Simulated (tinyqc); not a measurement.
MOS capacitor on an n-type substrate, surface potential from the exact charge relation: one step of the calculation.

Uniform n-type substrate, Boltzmann statistics, full ionisation, classical densities. psi is the surface potential against the body (positive when the bands bend down) and u = -psi/Vt. Traps are spread evenly over the gap and neutral at flat band, so their charge is -q Dit psi; the minority quasi-Fermi level is shifted by Vb.

Question. Newton step for the surface potential. u = -psi/Vt; F^2 = exp(-u) + u - 1 + r (exp(u) - u - 1); Qs = +sign(u) Q0 F; Cs = -dQs/dpsi = (Q0/Vt) |1 - exp(-u) + r (exp(u) - 1)|/(2 F). f = Vfb + psi + (q Dit psi - Qs)/Cox - Vg, f' = 1 + (Cs + q Dit)/Cox, psi(new) = psi - f/f'.

Inputs (values chosen for the exercise); band and dielectric values close to those of gallium arsenide: temperature T = 300 K; density of interface traps Dit = 0 cm^-2 eV^-1; gate voltage against the body Vg = 1.11 V.

Constants: q = 1.602176634e-19 C, kB = 1.380649e-23 J/K, Vt = kB T/q. Results are converted to the units shown.

psi after iteration 1 = 1.0868862 V
Cox = 0.16443492 uF/cm^2
Vfb = -0.028590212 V
Q0 = 22.393626 nC/cm^2
r = 2.8826863e-21

Wanted: u; F; Qs; Cs; f; f'; psi after iteration 2.

Answer.

u = -42.04
F = 1.347e9
Qs = -3.017e10 nC/cm^2
Cs = 5.835e8 uF/cm^2
f = 1.835e8 V
f' = 3.549e9
psi after iteration 2 = 1.035 V

This iterate lies far beyond the solution, so its charge is not a physical one.

Numbers from tinyqc (`OMP_NUM_THREADS=1 python tinyqc.py 2060120 2060121 out.jsonl`; about 0.01 s on one thread of a shared Intel Xeon 2.30GHz).
